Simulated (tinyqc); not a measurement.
Bulk resistivity and mean free path from two films.

Question. In the thick-film limit single-crystal films obey rho = rho0 (1 + 3 (1 - ps) lam/(8 d)). Find rho0, lam and the product rho0 lam.

Inputs (values chosen for the exercise):
```
symbol  value  unit                               meaning
ps          0        specular share of surface scattering
```

rho at d = 75 and 340 nm (uohm cm): [2.0003000, 1.7350662]

Solution. rho is a straight line in 1/d: the intercept is rho0 and the slope (3/8)(1 - ps) rho0 lam. Without ps only the product (1 - ps) lam could be found.

rho0 = 1.66 uohm cm
lam = 41.0 nm
rho0 lam = 68.1 uohm cm nm

Computed by the program tinyqc: `OMP_NUM_THREADS=1 python tinyqc.py 2100071 2100072 out.jsonl`, one thread of a shared Intel Xeon 2.30GHz, about 0.01 s for the whole run.
